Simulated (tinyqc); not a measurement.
States in the gap of a film: thin (001) film in sp3s* tight binding with raised dangling bonds.

Planes alternate anion (a), cation (c) along [001], a/4 apart, starting with an anion; zero in-plane momentum; levels counted from the bulk Ev, the lower root of [[Epa, Vxx], [Vxx, Epc]]; no spin-orbit coupling. Block of s, pz, s*: from an anion to the cation above, Vss/2 (s,s), Vsapc/2 (s,z), -Vscpa/2 (z,s), Vxx/2 (z,z), Vxapc/2 (s*,z), -Vpaxc/2 (z,s*); to the cation below the same with the s-z and s*-z signs reversed. Block of u = (px + py)/sqrt2 and v = (px - py)/sqrt2: to the cation above (Vxx + Vxy)/2 for u and (Vxx - Vxy)/2 for v, to the cation below the reverse. Each surface atom has two dangling sp3 hybrids; raising both by dl adds (dl/2) [[1, t], [t, 1]] to its s, pz levels (t = -1 at the bottom face, +1 at the top) and dl to the one of u, v in whose plane the missing bonds lie (v for a bottom anion or a top cation, u for a top anion).

Values chosen for the exercise (out of a larger set: near a published set for Si, fitted to gaps, whose masses and valley positions are rough; not measured data): p = (-4.194, 1.715, -4.194, 1.715, 6.647, 6.647, -8.258, 1.727, 4.567, 5.721, 5.721, 5.383, 5.383) eV (order Esa, Epa, Esc, Epc, Exa, Exc, Vss, Vxx, Vxy, Vsapc, Vscpa, Vxapc, Vpaxc); Nw = 25 (planes in the thicker film).

edges (eV): Gamma 3.45400, Delta 1.16514

Levels between 0 and the lower bulk edge, the largest weight on the two outer planes of both faces among them, and the nearest levels outside, for several shifts dl.

Film of Nw planes:
```
dl (eV)  levels in the gap       at (eV)  surface weight  next above (eV)  next below (eV)
0                        2  0.268, 0.299            0.71           1.2061          -0.0736
1                        2  0.741, 0.748            0.81           1.2081          -0.0716
2                        0             -               -           1.1671          -0.0704
3                        0             -               -           1.2002          -0.0696
5                        0             -               -           1.2028          -0.0686
10                       0             -               -           1.2036          -0.0674
30                       0             -               -           1.2040          -0.0663
100                      0             -               -           1.2041          -0.0658
```

Can the levels of the bare film be read as confined subbands?

No: with bare surfaces (dl = 0) 2 levels lie in the bulk gap, with up to 71 % of the weight on the four outer planes, two a face, where an even spread gives 16 %; these are dangling-bond states, not subbands. The reruns show the bulk gap clear from dl = 2 eV on, and at dl = 30 eV the next level above lies -0.1 meV from its value at 100 eV. At dl = 2 eV the next level above is more than 20 meV from its value at 100 eV, so the surface still acts on it.

Run: tinyqc, `OMP_NUM_THREADS=1 python tinyqc.py 1451060 1451061 out.jsonl`; Intel(R) Xeon(R) Processor @ 2.30GHz, one thread, shared host; about 0.4 s of CPU time with all checks.
